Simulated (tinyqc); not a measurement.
Implant damage, amorphisation by cascade overlap, and solid-phase epitaxial regrowth. Changing the ramp rate. Computed by tinyqc, a small Python program. Command: `OMP_NUM_THREADS=1 python tinyqc.py 3110948 3110949 out.jsonl sper sweep`. One thread of a shared host (Intel(R) Xeon(R) Processor @ 2.30GHz), about 0.02 s of CPU time with the checks.

Range and width of the damage are inputs. Dynamic annealing enters only through the surviving share f.

Inputs (values chosen for the exercise, modelled on germanium ions in silicon):
```
quantity                           value    unit
atomic density N                    49.9  1/nm^3
ion Z1                                32       -
ion mass M1                         72.6       u
target Z2                             14       -
target mass M2                     28.09       u
ion energy E                          23     keV
displacement energy E_d               13      eV
depth of the damage peak R_d          16      nm
width of the damage profile s_d      7.9      nm
share of defects that survive f     0.89       -
critical displaced share x_c         0.1       -
dose Q                           2.7e+14  1/cm^2
regrowth prefactor v0            4.8e+15    nm/s
regrowth energy E_a                  2.7      eV
anneal temperature                   605       C
rate relative to (100)                 1       -
peak enhancement by the dopant         3       -
```

Constants: a_0 = 0.529177210903 angstrom; e^2/(4 pi eps_0) = 14.39964548 eV angstrom; k_B = 8.617333262e-05 eV/K.

Method:
- Robinson partition: eps = E a M2/(Z1 Z2 (e^2/(4 pi eps_0)) (M1 + M2)), a = 0.8853 a_0/sqrt(Z1^(2/3) + Z2^(2/3)); k = 0.0793 Z1^(2/3) Z2^(1/2) (M1 + M2)^(3/2)/((Z1^(2/3) + Z2^(2/3))^(3/4) M1^(3/2) M2^(1/2)); damage energy T_d = E/(1 + k (eps + 0.40244 eps^(3/4) + 3.4008 eps^(1/6))); displacements nu = 0.8 T_d/(2 E_d).
- Displaced share x(z) = f nu Q exp(-(z - R_d)^2/(2 s_d^2))/(sqrt(2 pi) s_d N); the layer is amorphous where x > x_c, between R_d -/+ s_d sqrt(2 ln(x_max/x_c)), the upper edge being cut at the surface. Threshold dose Q_c = Q x_c/x_max.
- v = v0 x orientation factor x exp(-E_a/(k_B T)) x [1 + (enhancement - 1) exp(-(z - R_d)^2/(2 s_d^2))], T = anneal temperature + 273.15 K; the dopant is taken to follow the damage profile; the lower front moves from the lower edge z2 to the surface, or to the middle (z1 + z2)/2 of a buried layer with upper edge z1; time = int dz/v; the equivalent undoped distance is that time times the undoped velocity.
- On a linear ramp from 200 C regrowth ends at the T_f where int v_undoped dT/(ramp rate) equals the equivalent undoped distance.

One run for each value:
```
ramp rate (K/s)  temperature at which regrowth ends (C)
0.1                                              539.66
0.4                                              568.44
2                                                604.46
7                                                634.63
30                                               672.33
100                                              705.89
600                                              760.36
2000                                             800.38
10000                                            858.82
```

Describe and explain the trends.

Over the rows, temperature at which regrowth ends (C) rises from 540 to 859 (exponent d ln y / d ln x 0.037 between the first rows and 0.044 between the last). Each decade of ramp rate adds between 48 and 84 K.

Extremes, crossings and ranges named in words are read from the listed rows.
